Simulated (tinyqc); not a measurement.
## Peak shift with the field

The DLTS signal is S = C(t2) - C(t1), the change of the capacitance transient between two sampling times. Emission rate en = sn vth(T) Nc(T) exp(-Et/kB T) = sn g T^2 exp(-Et/kB T), g = vth Nc/(300 K)^2, as vth goes as T^0.5 and Nc as T^1.5 (degeneracy factor 1). For an exponential transient S peaks where en = ew = ln(t2/t1)/(t2 - t1). A Coulomb centre of charge +q (when empty) in the field F lowers its barrier by dE = sqrt(q F/(pi eps0 eps_r)) along the field. One-dimensional rate: en exp(b), b = dE/kB T; three-dimensional (Hartke): en {[1 + (b - 1) exp(b)]/b^2 + 1/2}. The peak temperatures solve rate = ew.

Values chosen for this exercise; material values close to those of gallium nitride:

| symbol | value | unit | meaning |
|---|---|---|---|
| eps_r | 9.63 |  | relative permittivity |
| Nc | 2.31e18 | cm^-3 | conduction-band density of states at 300 K |
| vth | 2.7e7 | cm/s | thermal velocity at 300 K |
| Et | 0.24 | eV | depth of the trap below the conduction edge |
| sn | 4.4e-17 | cm^2 | capture cross-section |
| t1 | 0.2 | ms | first sampling time |
| t2 | 0.5 | ms | second sampling time |

Constants: q = 1.602176634e-19 C, kB = 1.380649e-23 J/K, eps0 = 8.8541878128e-14 F/cm where lengths are in cm. Results are converted to the units shown.

Peak shift with the field:

| F (kV/cm) | dE (meV) | T peak, one-dimensional (K) | T peak, three-dimensional (K) |
|---|---|---|---|
| 1.9 | 10.660 | 205.49 | 210.65 |
| 4.4 | 16.223 | 201.16 | 208.74 |
| 10 | 24.456 | 194.74 | 205.53 |
| 23 | 37.090 | 184.83 | 199.71 |
| 54 | 56.832 | 169.19 | 188.55 |
| 120 | 84.719 | 146.76 | 169.50 |
| 280 | 129.41 | 109.72 | 133.90 |

dE grows as the square root of F, from 10.7 to 129 meV. The peak, at 213.7 K without field, moves down by 104 K (one-dimensional) or 79.8 K (three-dimensional) in the last row. A centre that is neutral when empty has no such long-range lowering, so the shift tells the charge state.

Numbers from tinyqc (`OMP_NUM_THREADS=1 python tinyqc.py 2050128 2050129 out.jsonl`; about 0.01 s on one thread of a shared Intel Xeon 2.30GHz).
